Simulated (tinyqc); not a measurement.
Charge control and current of a heterostructure field-effect transistor: one step, computed by the program tinyqc.

Two subbands in a triangular well; E_F is counted from the conduction band edge of the channel at the interface.

Problem. First iteration. Charge control: n_s = C_b (V_G - V_T - E_F/e)/e. Well: mean field F = e n_s/(2 eps eps_0), E_i = (hbar^2/2m)^(1/3) [(3 pi e F/2)(i + 3/4)]^(2/3), i = 0, 1; n_s = D k_B T sum_i ln(1 + exp((E_F - E_i)/k_B T)), D = m/(pi hbar^2), which is solved in closed form for E_F. Iteration from n_s = C_b (V_G - V_T)/(2e): E_F from n_s, n_out from the charge control, n_new = n_s + mixing (n_out - n_s), kept above n_s/10; stop when |n_out/n_s - 1| < 1e-9.

Inputs (values chosen for the exercise, modelled on AlGaN/GaN):
```
quantity                                value  unit
channel mass m                           0.19   m_0
permittivity eps (barrier and channel)   9.55     -
conduction band offset dE_c              0.32    eV
gate voltage V_G                            0     V
temperature T                             300     K
```

Charge source: polarisation. Velocity law: smooth.

barrier capacitance C_b = 0.4697639 microfarad/cm^2

threshold voltage V_T = -2.771660 V

Constants: e = 1.602176634e-19 C; k_B = 8.617333262e-05 eV/K; eps_0 = 8.8541878128e-12 F/m; hbar = 1.054571817e-34 J s; m_0 = 9.1093837015e-31 kg; k_B = 1.380649e-23 J/K.

Give: starting n_s; E_0; E_1; E_F; n_out.

Solution.

starting n_s = 4.063e+12 1/cm^2

E_0 = 154.8 meV

E_1 = 272.4 meV

E_F = 200.4 meV

n_out = 7.539e+12 1/cm^2

Caution: a density of n_out would put E_F above the conduction band minimum of the barrier, where parallel conduction sets in.
